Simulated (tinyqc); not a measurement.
Energy and delay of logic against supply voltage: energy and delay against supply voltage.

One expression serves below and above threshold: I(Vg) = Ik [ln(1 + exp((Vg - VT + dd V)/(al nf Vt)))]^al, with I_on = I(V) and I_off = I(0). Gate delay td = kd C V/I_on, clock period LD td. Per gate and cycle the switching energy is act C V^2 and the leakage energy I_off V LD td. No short-circuit current, no variation. Minima are sought above 0.09 V; below a few Vt gates no longer switch and the model has no meaning.

EDP = energy times td.

Values chosen for this exercise; values of the order met in logic technologies: temperature T = 378 K; threshold voltage at zero drain bias VT = 0.27 V; slope factor nf = 1.08; barrier lowering per volt of supply dd = 0.07; specific current of a gate Ik = 0.63 uA; exponent of the current law al = 1.85; load capacitance of a gate C = 0.5 fF; delay factor kd = 1.1; logic depth LD = 20; activity factor act = 0.2.

Constants: q = 1.602176634e-19 C, kB = 1.380649e-23 J/K, Vt = kB T/q. Results are converted to the units shown.

Results:
```
V (V)  I_on (uA)  I_off (nA)  td (ps)  switching (aJ)  leakage (aJ)  energy (aJ)  EDP (fJ ps)
0.15    0.023882     0.38760   3454.4          2.2500        4.0168       6.2668       21.648
0.38      2.7423     0.60966   76.214          14.440       0.35313       14.793       1.1274
0.5       8.5265     0.77178   32.252          25.000       0.24892       25.249      0.81433
0.62      17.587     0.97664   19.389          38.440       0.23481       38.675      0.74987
0.73      28.524      1.2114   14.076          53.290       0.24895       53.539      0.75360
0.85      43.177      1.5315   10.828          72.250       0.28191       72.532      0.78535
0.97      60.569      1.9352   8.8081          94.090       0.33067       94.421      0.83166
1.08      78.855      2.3966   7.5328          116.64       0.38995       117.03      0.88157
1.2       101.30      3.0243   6.5153          144.00       0.47290       144.47      0.94128
```

Estimate the missing row, V = 0.27 V.

Computed row:
```
V (V)  I_on (uA)  I_off (nA)  td (ps)  switching (aJ)  leakage (aJ)  energy (aJ)  EDP (fJ ps)
0.27     0.46524     0.49099   319.19          7.2900       0.84627       8.1363       2.5970
```

With this row back in the table: td falls from 3450 to 6.52 ps; the energy rises from 6.27 to 144 aJ and the EDP goes from 21.6 through a minimum of 0.750 (at V = 0.62 V among the rows listed) to 0.941 fJ ps. The exact minima lie at V = 0.181 V for the energy and 0.660 V for the EDP. Going from 1.2 V to the energy minimum saves a factor of 24.3 in energy and costs a factor of 273 in delay. Below the minimum the leakage energy rises faster than the switching energy falls, because the clock period grows so steeply.

Numbers from tinyqc (`OMP_NUM_THREADS=1 python tinyqc.py 2082182 2082183 out.jsonl`; about 0.01 s on one thread of a shared Intel Xeon 2.30GHz).
